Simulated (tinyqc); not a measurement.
Deep-level transient spectroscopy (DLTS) of one majority-carrier trap: one step, computed by the program tinyqc. Command: `OMP_NUM_THREADS=1 python tinyqc.py 3023838 3023839 out.jsonl dlts walk`. One thread of a shared host (Intel(R) Xeon(R) Processor @ 2.30GHz), about 0.06 s of CPU time with the checks.

A filling pulse loads the traps in a one-sided junction; under reverse bias they empty at the rate e, and the capacitance relaxes as C(t) = C_0 - dC exp(-e t). The signal is S = [C(t_2) - C(t_1)]/dC.

Problem. Signal size and trap density. W = sqrt(2 eps eps_0 (V_b + V_r)/(e N)), C_0 = eps eps_0 area/W. The pulse goes to zero bias, W_0 = W(V_r = 0). Traps within lambda = sqrt(2 eps eps_0 (E_t - E_F)/(e^2 N)) of the depletion edge stay filled, with E_F = k_B T_p ln(N_b/N) from the band, N_b = 2 M (2 pi m k_B T_p/h^2)^(3/2) (dopants taken as fully ionised). dC = C_0 (N_t/2N) f, f = [(W - lambda)^2 - max(W_0 - lambda, 0)^2]/W^2. The simple estimate is 2 N dC/C_0.

Inputs (values chosen for the exercise, with mass and screening modelled on germanium): density-of-states mass m = 0.227 m_0; valleys M = 4; trap depth E_t = 0.224 eV; temperature T = 151 K; doping N = 1.9e+15 cm^-3; trap density N_t = 1.9e+14 cm^-3; dielectric constant eps = 16.6; built-in voltage V_b = 0.52 V; reverse bias V_r = 4 V; diode area = 0.00055 cm^2.

Carriers: electrons. Extra term: none.

peak temperature T_p = 156.7600 K

Constants: eps_0 = 8.8541878128e-12 F/m; e = 1.602176634e-19 C; k_B = 8.617333262e-05 eV/K; m_0 = 9.1093837015e-31 kg; k_B = 1.380649e-23 J/K; h = 6.62607015e-34 J s.

Give: depletion width W; C_0; lambda; f; transient amplitude dC; simple estimate of N_t.

Solution.

depletion width W = 2.0892 micrometre

C_0 = 3.8694 pF

lambda = 0.34083 micrometre

f = 0.66935

transient amplitude dC = 129.50 fF

simple estimate of N_t = 1.2718e+14 cm^-3

The simple estimate finds 67 % of the traps. Caution: N_t is not very small against the doping, so the transient is not exactly a single exponential.
